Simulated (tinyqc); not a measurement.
X-ray photoelectron analysis of a thin oxide on a semiconductor: attenuation lengths, thickness, angle series and band offsets: one step, computed by the program tinyqc.

The same element is seen in the oxide and in the substrate, at nearly the same kinetic energy; films are flat and uniform, and the work function is ignored.

Question. Band offsets by core levels. Valence band offset = (E_core - E_v)(substrate) - (E_core - E_v)(oxide) + (core level separation at the interface, oxide less substrate). The separation is made here from the given offset; a uniform field F that raises the binding energy towards the surface shifts the oxide peak by e F <z>, <z> = d/(1 - exp(-x)) - d/x, x = d/(L_o cos theta), being the mean distance from the interface. Conduction band offset = oxide gap - substrate gap - valence band offset.

Inputs (values chosen for the exercise, modelled on SiO2 on silicon):
```
quantity,value,unit
oxide gap,8.87,eV
substrate gap,1.12,eV
oxide thickness d,5.1,nm
valence band offset used to make the data,4.33,eV
"core level less valence band top, substrate",98.96,eV
"core level less valence band top, thick oxide",98.32,eV
field in the oxide,0.016,MV/cm
```

d/(L_o cos theta) = 2.132763

Give: separation without field; <z>; separation with field; apparent valence band offset; true conduction band offset; apparent conduction band offset.

Answer.

separation without field = 3.69 eV

<z> = 3.394 nm

separation with field = 3.695 eV

apparent valence band offset = 4.335 eV

true conduction band offset = 3.42 eV

apparent conduction band offset = 3.415 eV

The field biases both offsets by 0.0054 eV, in opposite directions.
